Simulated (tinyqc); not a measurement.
Specific resistance of a metal-semiconductor contact and its transmission-line measurement: one step, computed by the program tinyqc. Command: `OMP_NUM_THREADS=1 python tinyqc.py 3010749 3010750 out.jsonl contact walk`. One thread of a shared host (Intel(R) Xeon(R) Processor @ 2.30GHz), about 0.01 s of CPU time with the checks.

The barrier is parabolic (depletion approximation), energies E are normal energies counted from the band edge in the neutral semiconductor (downwards for holes), and the bias is zero. xi is an input, held fixed when other inputs move.

Task: Transmission and supply. WKB transmission for E < E_b, with a = E/E_b: D = exp{-(E_b/E_00) [sqrt(1 - a) - a ln((1 + sqrt(1 - a))/sqrt(a))]}; D = 1 above. f = 1/(1 + exp((E - xi)/k_B T)).

Inputs (values chosen for the exercise, modelled on n-type In0.53Ga0.47As): Fermi level above the band edge in the bulk, xi = 0.16 eV; temperature T = 77 K.

Image-force lowering: included.

barrier used, above the bulk band edge = 0.3362109 eV

E_00 = 49.79892 meV

Constants: k_B = 8.617333262e-05 eV/K.

Give: E, D, f and D f at E/E_b = 0.05, 0.15, 0.3, 0.45, 0.6, 0.75, 0.9, 0.98.

Result:

E, D, f and D f at E/E_b = 0.05, 0.15, 0.3, 0.45, 0.6, 0.75, 0.9, 0.98:
```
E/E_b  E (eV)          D          f        D f
0.05   0.0168  2.894e-03  1.000e+00  2.894e-03
0.15   0.0504  1.003e-02  1.000e+00  1.003e-02
0.30   0.1009  4.084e-02  9.999e-01  4.084e-02
0.45   0.1513  1.214e-01  7.878e-01  9.567e-02
0.60   0.2017  2.865e-01  1.854e-03  5.312e-04
0.75   0.2522  5.520e-01  9.292e-07  5.129e-07
0.90   0.3026  8.648e-01  4.648e-10  4.019e-10
0.98   0.3295  9.873e-01  8.069e-12  7.966e-12
```
